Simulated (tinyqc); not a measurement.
# Which input was changed?

Model: physical sputtering: collision-cascade yield, angular dependence, faceting and resputtering in deposition. Computed by tinyqc, a small Python program. Command: `OMP_NUM_THREADS=1 python tinyqc.py 3023618 3023619 out.jsonl sputter which`. One thread of a shared host (Intel(R) Xeon(R) Processor @ 2.30GHz), about 0.05 s of CPU time with the checks.

Ions start collision cascades; atoms that reach the surface with more than U leave. The target is amorphous or fine-grained.

Inputs (values chosen for the exercise, modelled on gallium ions on silicon):
```
quantity                    value     unit
ion Z1                         31        -
ion mass M1                  69.7        u
target Z2                      14        -
target mass M2              28.09        u
surface binding energy U     4.63       eV
target density N             49.9   1/nm^3
fit factor Q                 0.62        -
ion energy E                  190       eV
current density J            0.27  mA/cm^2
angular exponent f              2        -
angle of the largest yield     62  degrees
angle of incidence             20  degrees
```

Constants: e = 1.602176634e-19 C.

Method:
- gamma = 4 M1 M2/(M1 + M2)^2; threshold E_th = 6.7 U/gamma for M1 >= M2, else U (1 + 5.7 M1/M2)/gamma. eps = 0.03255 M2 E/(Z1 Z2 (M1 + M2) z), z = (Z1^(2/3) + Z2^(2/3))^(1/2), E in eV; s_n = 3.441 sqrt(eps) ln(eps + 2.718)/(1 + 6.355 sqrt(eps) + eps (6.882 sqrt(eps) - 1.708)); S_n = 84.78 Z1 Z2 M1 s_n/((M1 + M2) z) in eV angstrom^2; alpha = 0.249 (M2/M1)^0.56 + 0.0035 (M2/M1)^1.5 for M1 <= M2, else 0.0875 (M2/M1)^(-0.15) + 0.165 M2/M1; Y0 = 0.042 Q alpha S_n/U [1 - sqrt(E_th/E)]^2.5 (the electronic-loss factor of the full formula is dropped).
- Erosion rate = Y0 J/(e N); 1 cm^2 = 1e14 nm^2.
- Angular law: Y/Y0 = t^f exp(-f cos(a_opt)(t - 1)), t = 1/cos(angle), largest at a_opt. A plane tilted by the angle recedes along the beam at a speed proportional to Y(angle), and along its own normal as Y cos(angle).

Task: One of these inputs alone was changed, within the range given: ion energy E (95 to 380); surface binding energy U (2.315 to 9.26); target mass M2 (14.04 to 56.18); fit factor Q (0.31 to 1.24). Which one, and to what value?

Results:
```
run     yield Y0 (atoms per ion)  yield at the angle (atoms per ion)  threshold E_th (eV)
before                 0.1302887                           0.1389200             37.87915
after                  0.0701114                           0.0747561             50.47826
```

Result:

Each candidate set to reproduce yield Y0, and what it then gives:
```
candidate                      range searched  value needed  yield at the angle (atoms per ion)  threshold E_th (eV)
ion energy E (eV)                   95 to 380         130.2                            0.074756               37.879
surface binding energy U (eV)   2.315 to 9.26         6.170                            0.074756               50.478
target mass M2 (u)             14.04 to 56.18         14.78                            0.074756               53.730
fit factor Q                     0.31 to 1.24        0.3336                            0.074756               37.879
```

Only surface binding energy U fits every result: it went from 4.63 to 6.17 eV. The next best candidate, target mass M2, misses one result by 6.4 %.

Caution: within a few times the threshold, cascades are short and these fits are rough.
